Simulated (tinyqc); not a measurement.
Inside a calculation. Method: coherent transport through a tight-binding region between two chains. Computed by tinyqc, a small Python program that keeps every step. Settings: temperature = 77, mu = 0.4. Command: `OMP_NUM_THREADS=1 python tinyqc.py 21545 21546 out.jsonl` (the two numbers bound the seeds that draw the settings). One thread of a shared host (Intel(R) Xeon(R) Processor @ 2.60GHz), about 0.1 s of CPU time with the checks.

## Transmission at E = 0.23 eV

H of the central region (eV):
```
[[0.00000, -1.97000],
 [-1.97000, 0.00000]]
```

Leads: semi-infinite chains with site energy 0:
```
parameter                           value
lead hopping t (eV)              2.770000
coupling to the left lead (eV)   0.280000
coupling to the right lead (eV)  1.400000
left contact site                       1
right contact site                      2
```

E = 0.23000 eV

Surface Green function g = (E - i sqrt(4 t^2 - E^2)) / (2 t^2); self-energy tc^2 g on each contact site; G = (E - H - Sigma)^(-1); Gamma = -2 Im Sigma; T = Gamma_L Gamma_R |G_LR|^2; local density of states -Im G_ii / pi.

g = 0.01499-0.36070i 1/eV

G (1/eV):
```
[[-0.04399-0.18530i, 0.51006+0.02216i],
 [0.51006+0.02216i, -0.05893-0.00990i]]
```

local density of states (1/eV): [0.05898, 0.00315]

transmission = 0.02084

## Transmission across the band

The same steps on a grid of energies.

T(E):
```
E (eV)            T
-5.2630000  0.00007
-4.7367000  0.00034
-4.2104000  0.00096
-3.6841000  0.00262
-3.1578000  0.00800
-2.6315000  0.03292
-2.1052000  0.13194
-1.5789000  0.06754
-1.0526000  0.03256
-0.5263000  0.02275
0.0000000   0.02043
0.5263000   0.02275
1.0526000   0.03256
1.5789000   0.06754
2.1052000   0.13194
2.6315000   0.03292
3.1578000   0.00800
3.6841000   0.00262
4.2104000   0.00096
4.7367000   0.00034
5.2630000   0.00007
```

levels of the isolated region (eV): [-1.97000, 1.97000]

## Current

I = (2e/h) int T(E) [f(E - mu - V/2) - f(E - mu + V/2)] dE at 77 K with mu = 0.4 eV, the bias not changing H; 2e^2/h = 77.48092 microsiemens; the integral runs over the band on 4001 points.

Current:
```
V (volt)  I (microampere)
0.01000           0.01683
0.05000           0.08417
0.10000           0.16839
0.20000           0.33716
0.40000           0.67747
0.80000           1.38092
```
